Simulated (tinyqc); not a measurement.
# Worked calculation: lossy on-chip transmission line with skin effect

Computed by the program tinyqc: `OMP_NUM_THREADS=1 python tinyqc.py 2810163 2810164 out.jsonl`, one thread of a shared Intel Xeon 2.30GHz, about 0.01 s for the whole run. Printed values are rounded.

A uniform line in a homogeneous dielectric: c = sqrt(er)/(c0 Z0), l = Z0 sqrt(er)/c0 (c0 = 299792458 m/s), g = w c td, w = 2 pi f. The resistance joins its limits as r = sqrt(r_dc^2 + r_hf^2), with r_dc = rho/(wd th), r_hf = kr rho/(2 delta (wd + th)), delta = sqrt(rho/(pi f mu0)), mu0 = 4 pi 1e-7 H/m; this is an interpolation, and internal inductance, up to 0.05 nH/mm at low frequency, is neglected.

Inputs (values chosen for the exercise): width of the strip wd = 1.9 um; thickness of the strip th = 1.9 um; resistivity rho = 2.2 uohm cm; relative permittivity er = 3.5; loss tangent td = 0; lossless impedance sqrt(l/c) Z0 = 75 ohm; factor for crowding and the return path kr = 2; length len = 2.1 mm; source resistance Rg = 100 ohm; load resistance RL = 1000 ohm; load capacitance CL = 0 fF; frequency f = 4.9 GHz.

## Line constants

delta, r_dc, r_hf, r, l, c and g as defined.

delta = 1.066433 um
r_dc = 6.094183 ohm/mm
r_hf = 5.428823 ohm/mm
r = 8.161567 ohm/mm
l = 0.4680310 nH/mm
c = 83.20550 pF/m
g = 0 S/m

r is 1.34 times r_dc; the skin depth is 0.561 of the thickness.

## Propagation constant and impedance

gamma = sqrt((r + i w l)(g + i w c)) = alpha + i beta, Zc = sqrt((r + i w l)/(g + i w c)), roots with positive real part; loss 8.685889638 alpha in dB; phase velocity w/beta.

gamma len = 0.1102229+0.4182524i
Zc = 77.74835-20.48917i ohm
loss = 0.4558969 dB/mm
phase velocity over c0 = 0.5156275
r/(w l) = 0.5663997

r is below w l; the low-loss estimate 8.686 (r/(2 Z0) + g Z0/2) gives 0.473 dB/mm.

## Reflection, input impedance and transfer

ZL = 1/(1/RL + i w CL); reflection (ZL - Zc)/(ZL + Zc); Zin = Zc (ZL + Zc tanh(gamma len))/(Zc + ZL tanh(gamma len)); H = V_load/V_source = [Zin/(Zin + Rg)]/[cosh(gamma len) + (Zc/ZL) sinh(gamma len)].

ZL = 1000.000+0.000i ohm
reflection at the load = 0.8550503+0.0352665i
Zin = 41.2161-170.6740i ohm
H = 0.7270230-0.4296970i
|H| = -1.467875 dB
